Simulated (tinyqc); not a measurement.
Worked calculation: hydrogen passivation and dissociation of interface defects with a spread of activation energies. Computed by tinyqc, a small Python program that keeps every step. Command: `OMP_NUM_THREADS=1 python tinyqc.py 3011041 3011042 out.jsonl passivation walk`. One thread of a shared host (Intel(R) Xeon(R) Processor @ 2.30GHz), about 0.01 s of CPU time with the checks. Intermediate numbers are printed to about 6 digits and carried at full precision; extremes and crossings named in words are read from the listed rows.

Active defects P react as P + H2 -> HP + H and HP -> P + H; released atomic hydrogen is removed. All defects start active. Activation energies are normally distributed, independently for the two reactions.

Inputs (values chosen for the exercise, for a model interface): defect density N_0 = 4.6e+12 cm^-2; mean passivation energy E_f = 1.58 eV; spread s_f = 0.049 eV; prefactor k_f0 = 3.6e-08 cm^3/s; mean dissociation energy E_d = 2.87 eV; spread s_d = 0.11 eV; prefactor k_d0 = 2.5e+13 1/s; dissolved hydrogen [H2] = 1.5e+16 cm^-3; anneal temperature T = 520 K; anneal time t = 1900 s.

Ambient: hydrogen.

Constants: k_B = 8.617333262e-05 eV/K.

## Sites at the mean energies

a = k_f0 [H2] exp(-E_f/k_B T), b = k_d0 exp(-E_d/k_B T); the active share of one kind of site is b/(a + b) + (a/(a + b)) exp(-(a + b) t).

passivation rate a = 2.62556e-07 1/s

dissociation rate b = 3.82156e-15 1/s

active share, single energy = 0.999501

steady active share, single energy = 1.45552e-08

## A five-point average

Gauss-Hermite nodes for a unit normal variable, z = 0, +/-1.355626, +/-2.856970 with weights 0.533333, 0.222076, 0.011257; E_f + s_f z is varied at the mean E_d.

Nodes:
```
z            weight  energy (eV)   rate (1/s)  active share
-2.856970  0.011257      1.44001  5.97039e-06      0.988720
-1.355626  0.222076      1.51357  1.15614e-06      0.997806
0.000000   0.533333      1.58000  2.62556e-07      0.999501
1.355626   0.222076      1.64643  5.96255e-08      0.999887
2.856970   0.011257      1.71999  1.15462e-08      0.999978
```

active share, five points = 0.999093

## Average over the spread

Full average: z from -5 to 5 in steps of 0.125 with normalised weights exp(-z^2/2), energy = mean + spread x z, over both energies.

active share = 0.999094

active defects = 4.59583e+12 cm^-2

The spread changes the active share from 1.000 to 0.999.

## Isochronal anneals

The formulas are those given above.

Same time, other temperatures:
```
T (K)      a (1/s)      b (1/s)  active share, single energy  active share, spread
450    1.08936e-09  1.80034e-19                  9.99998e-01           9.99995e-01
525    3.67334e-07  7.03319e-15                  9.99302e-01           9.98748e-01
600    2.89053e-05  1.95434e-11                  9.46561e-01           9.21802e-01
675    8.62144e-04  9.32287e-09                  1.94359e-01           2.46307e-01
750    1.30395e-02  1.29536e-06                  9.93310e-05           1.17409e-03
825    1.20352e-01  7.33873e-05                  6.09398e-04           2.47234e-03
900    7.66978e-01  2.12152e-03                  2.75845e-03           8.58845e-03
975    3.67594e+00  3.65511e-02                  9.84544e-03           2.42224e-02
1050   1.40840e+01  4.19321e-01                  2.89119e-02           5.70309e-02
1125   4.51134e+01  3.47461e+00                  7.15117e-02           1.14522e-01
```

The active share is lowest, 0.00117, at 750 K of those listed: below, passivation is too slow for this time, and above, dissociation competes. A single energy would promise 9.93e-5 (at 750 K), so among these rows the spread raises the floor by a factor 12.

## Isothermal kinetics

Times are decades about 1/(a + b) of the mean site. The last column is the part of the change still to come; rows stop once it is below 1e-5.

Against time:
```
t (s)     active share, single energy  active share, spread  unreacted part
4.00e+03                  9.98950e-01           9.98096e-01     9.98096e-01
4.00e+04                  9.89553e-01           9.81471e-01     9.81471e-01
4.00e+05                  9.00304e-01           8.48997e-01     8.48997e-01
4.00e+06                  3.49860e-01           3.72607e-01     3.72607e-01
4.00e+07                  2.74896e-05           2.70836e-02     2.70831e-02
4.00e+08                  1.45552e-08           1.19206e-04     1.18670e-04
```

A single energy finishes within about two decades of time. With the spread the unreacted part is 0.98 at 40000 s and still 0.027 at 4e7 s, where one energy leaves 2.7e-5: a width of s/k_B T = 1.09 in ln(rate) stretches the decay only mildly.

Checks made by the program: the average on a grid twice as fine (relative difference 4e-09).
